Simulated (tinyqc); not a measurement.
# Thin film between two gates, subbands and threshold shift from confinement: charge and subband filling against gate voltage

Undoped body with a flat potential across it, hard walls, transport along x. One isotropic valley (g = 1, mx = my = mz = me). Non-parabolicity enters the subband edges through E (1 + al E) = gamma, so E = 2 gamma/(1 + sqrt(1 + 4 al gamma)); motion within a subband is taken as parabolic with the band-edge mass. Energies are counted from the bulk band edge.

gamma = C (pi k/(t + dl))^2/mz, C = hbar^2/(2 m0). Each subband has N_k = g sqrt(mx my) m0 kB T/(pi hbar^2). With degeneracy n = sum N_k F((EF - E_k)/Vt), F(x) = ln(1 + exp(x)); gate: Vg = EF + q n/(Cg P), P = 2 (both faces), summed over the 60 lowest subbands at most, with Vg counted from the value that would put EF at the bulk band edge of an empty body. Cq = q dn/dEF.

Parameters, values chosen for the exercise; masses close to those of InAs: temperature T = 300 K; mass at the band edge me = 0.0232 m0; non-parabolicity al = 3 1/eV; film thickness (along z) t = 11.3 nm; widening of the box by penetration into the insulator dl = 0 nm; gate capacitance per area of interface Cg = 3.6 uF/cm^2.

Constants: q = 1.602176634e-19 C, kB = 1.380649e-23 J/K, hbar = 1.054571817e-34 J s, m0 = 9.1093837015e-31 kg, Vt = kB T/q, hbar^2/(2 m0) = 0.0380998212 eV nm^2. Results are converted to the units shown.

Result of one run:
```
EF - E_1 (eV)	n (cm^-2)	n/P (cm^-2)	share of the lowest subband (%)	Cq/(Cg P)	total C/(Cg P)
0.5105	9.500e12	4.750e12	52.08	0.6625	0.3985
```

Which gate voltage Vg gave this result: -0.05, 0.07, 0.57, 0.7 or 0.82 V?

Vg = 0.82 V.

The whole series:
```
Vg (V)	EF - E_1 (eV)	n (cm^-2)	n/P (cm^-2)	share of the lowest subband (%)	Cq/(Cg P)	total C/(Cg P)
-0.05	-0.1481	8.142e8	4.071e8	99.90	6.997e-4	6.992e-4
0.07	-0.02962	6.926e10	3.463e10	99.89	0.05210	0.04952
0.2	0.08355	8.256e11	4.128e11	99.26	0.2127	0.1754
0.33	0.1869	2.025e12	1.013e12	89.43	0.3395	0.2534
0.45	0.2727	3.561e12	1.780e12	74.22	0.4298	0.3006
0.57	0.3552	5.246e12	2.623e12	65.62	0.5005	0.3336
0.7	0.4377	7.382e12	3.691e12	57.46	0.6308	0.3868
0.82	0.5105	9.500e12	4.750e12	52.08	0.6625	0.3985
0.95	0.5865	1.193e13	5.963e12	47.67	0.7790	0.4379
```

EF passes E_1 = 0.0981 eV at Vg = 0.102 V. The share of the lowest subband falls from 99.9 to 47.7 % and the total capacitance rises from 6.99e-4 to 0.438 of Cg P. In the last row 58 % of an added gate voltage goes into raising EF (from the last two rows). For Vg = 0.33, 0.45, 0.57, 0.7, 0.82, 0.95 the charge would bend the potential across the body noticeably, which is left out.

Range of the model: Non-parabolicity also makes carriers heavier within each subband, which is left out, so densities of states are understated at high energy.

tinyqc, about 0.02 s, one thread, Intel Xeon 2.30GHz (shared host): `OMP_NUM_THREADS=1 python tinyqc.py 2350005 2350006 out.jsonl`
